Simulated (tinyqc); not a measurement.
# Short-channel transistor, virtual-source model with series resistance: two studies

The current per gate width is the charge at the top of the source barrier (the virtual source) times its velocity times a saturation function; al and be are fitting constants of the model. Units: I in uA/um, Rs in ohm um, so I Rs = 1e-6 I Rs in volts; Q in uC/cm^2, so I = 1e-4 Q vx0 Fsat with vx0 in cm/s.

Values chosen for this exercise: temperature T = 325 K; inversion capacitance Cinv = 3.25 uF/cm^2; velocity at the virtual source vx0 = 1.33e7 cm/s; apparent mobility mu = 190 cm^2/(V s); channel length L = 65 nm; threshold at zero drain voltage VT0 = 0.36 V; drain-induced barrier lowering dl = 0.087 V/V; subthreshold factor n0 = 1.09; growth of n with drain voltage nd = 0 1/V; threshold shift (in units of Vt) from weak to strong inversion al = 3.5; sharpness of saturation be = 1.6; series resistance of each contact Rs = 50 ohm um.

Constants: q = 1.602176634e-19 C, kB = 1.380649e-23 J/K, Vt = kB T/q. Results are converted to the units shown.

Each table varies one quantity; the others keep the values above.

## Effect of the drain-induced barrier lowering on the on and off currents

Intrinsic voltages Vg' = Vgs - I Rs, Vd' = Vds - 2 I Rs. n = n0 + nd Vd', VT = VT0 - dl Vd', Ff = 1/(1 + exp((Vg' - VT + al Vt/2)/(al Vt))), Q = Cinv n Vt ln(1 + exp((Vg' - VT + al Vt Ff)/(n Vt))), Vdsat = (vx0 L/mu)(1 - Ff) + Vt Ff, Fsat = u/(1 + u^be)^(1/be) with u = Vd'/Vdsat, and I = Q vx0 Fsat per width. I is solved self-consistently. Ion is I at Vgs = Vds = 0.6 V, Ioff at Vgs = 0, Vds = 0.6 V, and Rlin = Vds/I at Vgs = 0.6 V, Vds = 0.05 V.

Effect of the drain-induced barrier lowering on the on and off currents:

| dl (V/V) | Ion (uA/um) | Ioff (nA/um) | log10(Ion/Ioff) | Rlin (ohm um) |
|---|---|---|---|---|
| 0 | 663.4 | 21.52 | 4.489 | 522.4 |
| 0.04 | 712.1 | 45.59 | 4.194 | 520.0 |
| 0.08 | 759.9 | 95.69 | 3.900 | 517.7 |
| 0.12 | 807.0 | 198.6 | 3.609 | 515.5 |
| 0.16 | 853.2 | 406.8 | 3.322 | 513.2 |
| 0.2 | 898.5 | 819.7 | 3.040 | 511.0 |
| 0.24 | 943.0 | 1620 | 2.765 | 508.8 |
| 0.28 | 986.6 | 3126 | 2.499 | 506.6 |

Read the table: what changes, and by how much?

As dl goes from 0 to 0.28 V/V, Ion rises from 663 to 987 uA/um, Ioff rises from 21.5 to 3130 nA/um and Rlin falls from 522 to 507 ohm um. Ion changes by a factor of 1.49 and Ioff by 145. The off current depends on it through an exponential, the on current about linearly. For dl = 0.24 to 0.28 V/V the off current passes 1 uA/um, so the device is hardly off at Vgs = 0.

## Output curve

Same model as above.

gds = dI/dVds, gm = dI/dVgs.

In this table Vgs = 0.6 V.

Output curve:

| Vds (V) | I (uA/um) | Fsat | gds (uS/um) | gain gm/gds |
|---|---|---|---|---|
| 0.07 | 134.08 | 0.12754 | 1849.4 | 0.19908 |
| 0.14 | 257.40 | 0.24596 | 1668.1 | 0.42952 |
| 0.2 | 352.39 | 0.33721 | 1497.9 | 0.66447 |
| 0.27 | 450.43 | 0.43045 | 1305.6 | 0.99021 |
| 0.34 | 535.65 | 0.50972 | 1133.4 | 1.3739 |
| 0.4 | 599.74 | 0.56746 | 1006.1 | 1.7463 |
| 0.47 | 665.65 | 0.62443 | 881.26 | 2.2240 |
| 0.53 | 715.80 | 0.66560 | 792.84 | 2.6616 |
| 0.6 | 768.23 | 0.70619 | 708.25 | 3.1929 |

What does the comparison show, and why?

The current rises from 134 to 768 uA/um as Fsat rises from 0.128 to 0.706; gds falls from 1850 to 708 uS/um. The gain ends at 3.19, against 1/dl = 11.5 for a current that depends on Vds through barrier lowering alone; it falls short because Fsat is still growing.

Program tinyqc, `OMP_NUM_THREADS=1 python tinyqc.py 2380114 2380115 out.jsonl`; Intel Xeon 2.30GHz, shared host, one thread, about 0.01 s.
